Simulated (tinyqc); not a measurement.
Plane-wave Kohn-Sham cycle with exchange-only LDA in a layered model solid, step by step. Computed by tinyqc, a small Python program that keeps every step. Settings: points = 16, plane-wave index or count = 2, electrons = 4, k points = 4, area = 36.0, mixing = 0.5, iteration cap = 62, Kerker q0 = 0.79. Command: `OMP_NUM_THREADS=1 python tinyqc.py 22362 22363 out.jsonl` (the two numbers bound the seeds that draw the settings). One thread of a shared host (Intel(R) Xeon(R) Processor @ 2.60GHz), about 0.02 s of CPU time with the checks. Later iterations appear only in the table of the cycle.

## Iteration 1: potential

A solid whose potential varies along x alone (atomic units):
```
parameter                      value
period a                    5.400000
cross-section of the cell  36.000000
electrons per cell                 4
grid points                       16
plane waves -n..n, n               2
k points                           4
V1 in V1 cos(2 pi x/a)     -0.360000
```

density at the start, on the grid x_j = j a/N (e/bohr^3): 0.020576  0.020576  0.020576  0.020576  0.020576  0.020576  0.020576  0.020576  0.020576  0.020576  0.020576  0.020576  0.020576  0.020576  0.020576  0.020576

V_H(G) = 4 pi rho(G)/G^2 for G != 0 (uniform background); v_x = -(3 rho/pi)^(1/3); V = V_ext + V_H + v_x; Fourier components f(G_m) = (1/N) sum_j f(x_j) exp(-i G_m x_j).

Potentials on the grid (hartree):
```
x         V_ext     V_H      v_x        V
0.0000  -0.3600  0.0000  -0.2698  -0.6298
0.3375  -0.3326  0.0000  -0.2698  -0.6024
0.6750  -0.2546  0.0000  -0.2698  -0.5244
1.0125  -0.1378  0.0000  -0.2698  -0.4076
1.3500        0  0.0000  -0.2698  -0.2698
1.6875   0.1378  0.0000  -0.2698  -0.1321
2.0250   0.2546  0.0000  -0.2698  -0.0153
2.3625   0.3326  0.0000  -0.2698   0.0628
2.7000   0.3600  0.0000  -0.2698   0.0902
3.0375   0.3326  0.0000  -0.2698   0.0628
3.3750   0.2546  0.0000  -0.2698  -0.0153
3.7125   0.1378  0.0000  -0.2698  -0.1321
4.0500        0  0.0000  -0.2698  -0.2698
4.3875  -0.1378  0.0000  -0.2698  -0.4076
4.7250  -0.2546  0.0000  -0.2698  -0.5244
5.0625  -0.3326  0.0000  -0.2698  -0.6024
```

V(G_m), m = 0, 1, 2, ... (hartree): -0.2698  -0.1800  0.0000  0.0000  0.0000

## Iteration 1: Hamiltonian at one k

k = 0.1250 2 pi / a

H(m,m') = (k + G_m)^2/2 delta + V(G_m - G_m'), with V(-G) = V(G).

H (hartree):
```
         -2       -1       +0       +1       +2
-2   2.1100  -0.1800   0.0000   0.0000   0.0000
-1  -0.1800   0.2484  -0.1800   0.0000   0.0000
+0   0.0000  -0.1800  -0.2593  -0.1800   0.0000
+1   0.0000   0.0000  -0.1800   0.5869  -0.1800
+2   0.0000   0.0000   0.0000  -0.1800   2.7869
```

## Iteration 1: levels at that k

Diagonalise the Hermitian matrix.

eigenvalues (hartree): -0.3496  0.2805  0.6131  2.1274  2.8016

## Iteration 1: new density

Motion across x is left out: the lowest 2 band(s) hold two electrons at each of the k points (j + 1/2)/nk - 1/2. Residual R = rho(out) - rho(in); rho(new) = rho(in) + 0.5 R, with R(G) scaled by G^2/(G^2 + 0.79^2) (Kerker). rho(out) = 2/(a A nk) sum |psi|^2 with psi = sum c exp(i G x). Harris energy E = band energy - dV sum rho (V_H/2 + v_x) + (3/4) dV sum rho v_x with rho(in), dV = a A/N, band energy = (2/nk) sum of the filled levels.

rho(out) (e/bohr^3): 0.025316  0.025376  0.025192  0.024084  0.021801  0.018817  0.015983  0.014027  0.013339  0.014027  0.015983  0.018817  0.021801  0.024084  0.025192  0.025376

density after iteration 1 (e/bohr^3): 0.022030  0.022113  0.022182  0.021902  0.021125  0.020035  0.018981  0.018255  0.018001  0.018255  0.018981  0.020035  0.021125  0.021902  0.022182  0.022113

energy per cell = -0.028169 hartree

## Iteration 2: potential

As before.

Potentials on the grid (hartree):
```
x         V_ext      V_H      v_x        V
0.0000  -0.3600   0.0184  -0.2761  -0.6176
0.3375  -0.3326   0.0174  -0.2764  -0.5916
0.6750  -0.2546   0.0141  -0.2767  -0.5171
1.0125  -0.1378   0.0086  -0.2755  -0.4047
1.3500        0   0.0013  -0.2722  -0.2709
1.6875   0.1378  -0.0068  -0.2675  -0.1365
2.0250   0.2546  -0.0141  -0.2627  -0.0223
2.3625   0.3326  -0.0192  -0.2593   0.0541
2.7000   0.3600  -0.0210  -0.2581   0.0809
3.0375   0.3326  -0.0192  -0.2593   0.0541
3.3750   0.2546  -0.0141  -0.2627  -0.0223
3.7125   0.1378  -0.0068  -0.2675  -0.1365
4.0500        0   0.0013  -0.2722  -0.2709
4.3875  -0.1378   0.0086  -0.2755  -0.4047
4.7250  -0.2546   0.0141  -0.2767  -0.5171
5.0625  -0.3326   0.0174  -0.2764  -0.5916
```

V(G_m), m = 0, 1, 2, ... (hartree): -0.2697  -0.1748  0.0006  0.0002  0.0000

## Iteration 2: Hamiltonian at one k

k = 0.1250 2 pi / a

As before.

H (hartree):
```
         -2       -1       +0       +1       +2
-2   2.1102  -0.1748   0.0006   0.0002   0.0000
-1  -0.1748   0.2486  -0.1748   0.0006   0.0002
+0   0.0006  -0.1748  -0.2591  -0.1748   0.0006
+1   0.0002   0.0006  -0.1748   0.5871  -0.1748
+2   0.0000   0.0002   0.0006  -0.1748   2.7871
```

## Iteration 2: levels at that k

As before.

eigenvalues (hartree): -0.3447  0.2793  0.6118  2.1265  2.8010

## Iteration 2: new density

As before.

rho(out) (e/bohr^3): 0.025174  0.025230  0.025051  0.023982  0.021776  0.018882  0.016123  0.014210  0.013536  0.014210  0.016123  0.018882  0.021776  0.023982  0.025051  0.025230

density after iteration 2 (e/bohr^3): 0.023020  0.023124  0.023176  0.022678  0.021417  0.019674  0.017992  0.016828  0.016419  0.016828  0.017992  0.019674  0.021417  0.022678  0.023176  0.023124

energy per cell = -0.023140 hartree

## Convergence

Stop when sqrt(dV sum R^2) is below 1e-8, dV = a A/N.

Course of the cycle:
```
iteration  E (hartree)  norm of the residual
1            -0.028169              6.29e-02
2            -0.023140              3.93e-02
3            -0.021184              2.46e-02
4            -0.020418              1.54e-02
5            -0.020116              9.69e-03
6            -0.019996              6.09e-03
7            -0.019949              3.83e-03
8            -0.019930              2.41e-03
9            -0.019923              1.52e-03
10           -0.019920              9.55e-04
11           -0.019919              6.01e-04
...                ...                   ...
25           -0.019918              9.14e-07
26           -0.019918              5.75e-07
27           -0.019918              3.62e-07
28           -0.019918              2.27e-07
29           -0.019918              1.43e-07
30           -0.019918              8.99e-08
31           -0.019918              5.65e-08
32           -0.019918              3.55e-08
33           -0.019918              2.23e-08
34           -0.019918              1.40e-08
35           -0.019918              8.83e-09
```

Converged in 35 iterations. Before convergence this energy mixes input and output and is not variational, so it may rise towards its limit.
